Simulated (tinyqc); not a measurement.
## Undoped symmetric double-gate MOSFET, analytic potential model: effect of the gate work function less that of the intrinsic body

An undoped body of thickness ts between two equal insulators and tied gates; long channel, electrons only, n = ni exp((psi - V)/Vt) with V the quasi-Fermi potential (0 at the source, Vd at the drain), constant mobility, no quantisation. Across the body psi(x) = V - 2 Vt ln[(ts/(2 beta)) sqrt(q ni/(2 eps0 eps_r Vt)) cos(2 beta x/ts)], x from the centre. Q is the electron charge per area of the whole body.

ni = sqrt(Nc Nv) exp(-Eg/(2 Vt)), Eg in volts; r = eps_r tox/(eox ts); V0 = dphi + 2 Vt ln[(2/ts) sqrt(2 eps0 eps_r Vt/(q ni))]. beta (between 0 and pi/2) solves (Vg - V0 - V)/(2 Vt) = ln(beta) - ln(cos beta) + 2 r beta tan(beta). Q = 8 eps0 eps_r Vt beta tan(beta)/ts; I = mu (1/L)(4 eps0 eps_r/ts)(2 Vt)^2 [g(beta_s) - g(beta_d)] per width, g = beta tan(beta) - beta^2/2 + r beta^2 tan^2(beta), with beta_s at V = 0 and beta_d at V = Vd.  I(low) is taken at Vg = 0.27 V, Qs and I(high) at Vg = 1.02 V.

Values chosen for this exercise; material values close to those of silicon: temperature T = 300 K; band gap Eg = 1.13 eV; relative permittivity of the semiconductor eps_r = 11.7; conduction-band density of states at T Nc = 2.8e19 cm^-3; valence-band density of states at T Nv = 2.69e19 cm^-3; relative permittivity of the gate insulator eox = 24.7; insulator thickness tox = 13 nm; body thickness ts = 25 nm; channel mobility mu = 120 cm^2/(V s); gate length L = 0.5 um; drain voltage Vd = 1 V.

Constants: q = 1.602176634e-19 C, kB = 1.380649e-23 J/K, Vt = kB T/q, eps0 = 8.8541878128e-14 F/cm where lengths are in cm. Results are converted to the units shown.

Results:
```
dphi (V)  V0 (V)  I(low) (nA/um)  Qs(high) (nC/cm^2)  I(high) (uA/um)
-0.07     0.3695           11.13                1671            119.2
-0.02     0.4195           1.633                1520            100.0
0.03      0.4695          0.2365                1369            82.71
0.13      0.5695        0.004944                1075            53.40
0.18      0.6195        7.148e-4               931.0            41.36
0.23      0.6695        1.033e-4               790.7            31.04
```

Estimate the missing row, dphi = 0.08 V.

Computed row:
```
dphi (V)  V0 (V)  I(low) (nA/um)  Qs(high) (nC/cm^2)  I(high) (uA/um)
0.08      0.5195         0.03420                1221            67.17
```

With this row back in the table: As dphi goes from -0.07 to 0.23 V, I(low) falls from 11.1 to 1.03e-4 nA/um and I(high) falls from 119 to 31.0 uA/um. V0 rises from 0.370 to 0.670 V. In every row the surface density at the source at the higher gate voltage passes 0.3 Nc, where Boltzmann statistics fail.

Program tinyqc, `OMP_NUM_THREADS=1 python tinyqc.py 2440075 2440076 out.jsonl`; Intel Xeon 2.30GHz, shared host, one thread, about 0.01 s.
